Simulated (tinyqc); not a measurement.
Extended Hueckel theory, for H6-, step by step. The parameters take no account of the charge, which enters only through the electron count, and nothing here shows that the anion is bound. Computed by tinyqc, a small Python program that keeps every step (integrals from PySCF). Settings: charge = -1, K = 1.75, weighted = 1, multiplicity = 2. Command: `OMP_NUM_THREADS=1 python tinyqc.py 31835 31836 out.jsonl` (the two numbers bound the seeds that draw the settings). One thread of a shared host (Intel(R) Xeon(R) Processor @ 2.60GHz), about 0.01 s of CPU time with the checks.

## Overlaps

Geometry (angstrom):
```
atom        x        y        z
H     0.00000  0.00000  0.00000
H     0.00000  0.00000  0.88300
H     0.00000  0.00000  2.06700
H     0.00000  0.00000  2.95000
H     0.00000  0.00000  4.13400
H     0.00000  0.00000  5.01700
```

Parameters chosen for this run:
```
element  shell  Slater exponent  H_ii (eV)
H           1s          1.30000  -13.60000
```

Slater orbitals, each expanded in six Gaussians scaled to its exponent.

overlap S, order 1H 1s, 2H 1s, 3H 1s, 4H 1s, 5H 1s, 6H 1s:
```
[[1.00000, 0.54137, 0.09144, 0.01834, 0.00165, 0.00022],
 [0.54137, 1.00000, 0.36704, 0.09144, 0.01024, 0.00165],
 [0.09144, 0.36704, 1.00000, 0.54137, 0.09144, 0.01834],
 [0.01834, 0.09144, 0.54137, 1.00000, 0.36704, 0.09144],
 [0.00165, 0.01024, 0.09144, 0.36704, 1.00000, 0.54137],
 [0.00022, 0.00165, 0.01834, 0.09144, 0.54137, 1.00000]]
```

## Wolfsberg-Helmholz matrix

diagonal H_ii (eV): [-13.60000, -13.60000, -13.60000, -13.60000, -13.60000, -13.60000]

K = 1.75000

H_ij = K' S_ij (H_ii + H_jj)/2 for i != j (the diagonal keeps H_ii), with K' = K + D^2 + D^4 (1 - K), D = (H_ii - H_jj)/(H_ii + H_jj), K = 1.75.

H (eV), order 1H 1s, 2H 1s, 3H 1s, 4H 1s, 5H 1s, 6H 1s:
```
[[-13.60000, -12.88454, -2.17633, -0.43644, -0.03918, -0.00522],
 [-12.88454, -13.60000, -8.73555, -2.17633, -0.24360, -0.03918],
 [-2.17633, -8.73555, -13.60000, -12.88454, -2.17633, -0.43644],
 [-0.43644, -2.17633, -12.88454, -13.60000, -8.73555, -2.17633],
 [-0.03918, -0.24360, -2.17633, -8.73555, -13.60000, -12.88454],
 [-0.00522, -0.03918, -0.43644, -2.17633, -12.88454, -13.60000]]
```

## Orbitals

valence electrons = 7

Solve H C = S C e through S^(-1/2); fill by pairs from the bottom, a degenerate level sharing its electrons equally; each orbital has its largest coefficient positive (the first on a tie).

orbital energies (eV): [-18.61705, -17.38046, -15.16818, -5.99063, 1.56318, 11.79640]

occupations: [2.00000, 2.00000, 2.00000, 1.00000, 0.00000, 0.00000]

coefficients, order 1H 1s, 2H 1s, 3H 1s, 4H 1s, 5H 1s, 6H 1s:
```
[[0.20233, 0.37810, 0.43322, 0.60898, -0.70107, 0.45930],
 [0.28759, 0.39631, 0.23103, -0.40289, 0.82566, -0.74135],
 [0.36113, 0.12109, -0.42670, -0.58296, -0.26473, 0.99215],
 [0.36113, -0.12109, -0.42670, 0.58296, -0.26473, -0.99215],
 [0.28759, -0.39631, 0.23103, 0.40289, 0.82566, 0.74135],
 [0.20233, -0.37810, 0.43322, -0.60898, -0.70107, -0.45930]]
```

sum of one-electron energies = -108.32201 eV

## Mulliken analysis

P = C n C^T; charge = valence electrons (H 1) minus the sum of (P S)_ii on the atom; overlap population = 2 sum P_ij S_ij between two atoms.

charges: [-0.27138, -0.04375, -0.18486, -0.18486, -0.04375, -0.27138]

Overlap populations:
```
pair      value
2-1    0.401580
3-1   -0.089067
3-2    0.250613
4-1    0.001462
4-2   -0.058575
4-3    0.276989
5-1    0.000863
5-2   -0.004181
5-3   -0.058575
5-4    0.250613
6-1   -0.000088
6-2    0.000863
6-3    0.001462
6-4   -0.089067
6-5    0.401580
```
